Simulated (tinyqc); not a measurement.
Free and trapped electrons in a MOS channel with a dense trap tail: two steps of the calculation.

p-type body, charge-sheet picture, full ionisation (an idealisation for deep acceptors), Boltzmann statistics for free electrons. e = Ec - EF at the surface. Acceptor-like traps of density D(E) = D0 + De exp(-E/Ew) at depth E below Ec, from 0 to Eu, hold n_t = integral of D(E)/(1 + exp((e - E)/Vt)). psi = Eg - Vt ln(Nv/Na) - e; N_dep = sqrt(2 eps0 eps_r Na (psi - Vt)/q); n_f = sqrt(N_dep^2 + 2 eps0 eps_r Vt Nc exp(-e/Vt)/q) - N_dep; Vg = Vfb + psi + q (N_dep + n_t + n_f)/Cox, Cox = eps0 eox/tox.

Parameters, values chosen for the exercise; band and dielectric values close to those of 4H silicon carbide:
```
symbol,value,unit,meaning
T,300,K,temperature
Eg,3.22,eV,band gap
eps_r,9.62,,relative permittivity
Nc,1.7e19,cm^-3,conduction-band density of states at T
Nv,2.52e19,cm^-3,valence-band density of states at T
eox,3.9,,relative permittivity of the insulator
tox,57,nm,insulator thickness
Na,2.5e16,cm^-3,acceptor density
Vfb,-2.74,V,flat-band voltage without trapped charge
D0,5.3e10,cm^-2 eV^-1,constant background density of acceptor-like traps
De,1.4e13,cm^-2 eV^-1,density of the tail at the conduction edge
Ew,0.06,eV,decay energy of the tail
Eu,0.93,eV,depth below Ec down to which the traps reach
mf,60,cm^2/(V s),mobility of free electrons
e,0.053,eV,Ec - EF at the surface
```

Constants: q = 1.602176634e-19 C, kB = 1.380649e-23 J/K, Vt = kB T/q, eps0 = 8.8541878128e-14 F/cm where lengths are in cm. Results are converted to the units shown.

Task 1. Trapped charge. Trapezoid rule on 16 equal steps from 0 to Eu, f = 1/(1 + exp((e - E)/Vt)).

Give: E; D(E) f; n_t.

Result 1.

```
point	E (eV)	D(E) f (cm^-2 eV^-1)
0	0	1.603e12
1	0.05813	2.949e12
2	0.1163	1.905e12
3	0.1744	8.111e11
4	0.2325	3.432e11
5	0.2906	1.633e11
6	0.3488	9.486e10
7	0.4069	6.889e10
8	0.4650	5.903e10
9	0.5231	5.529e10
10	0.5813	5.387e10
11	0.6394	5.333e10
12	0.6975	5.313e10
13	0.7556	5.305e10
14	0.8137	5.302e10
15	0.8719	5.301e10
16	0.9300	5.300e10
```

n_t = 4.415e11 cm^-2

Task 2. Charges and gate voltage. psi, N_dep, n_f and Vg as defined, with the n_t given; free share n_f/(n_f + n_t); apparent mobility mf n_f/(n_f + n_t); gate voltage spent on traps q n_t/Cox.

n_t = 4.4153685e11 cm^-2

Wanted: psi; N_dep; n_f; Vg; free share; apparent mobility; gate voltage spent on traps.

Result 2.

psi = 2.988 V
N_dep = 8.874e11 cm^-2
n_f = 2.911e11 cm^-2
Vg = 4.533 V
free share = 39.74 %
apparent mobility = 23.84 cm^2/(V s)
gate voltage spent on traps = 1.168 V

tinyqc, about 0.02 s, one thread, Intel Xeon 2.30GHz (shared host): `OMP_NUM_THREADS=1 python tinyqc.py 2222180 2222181 out.jsonl`
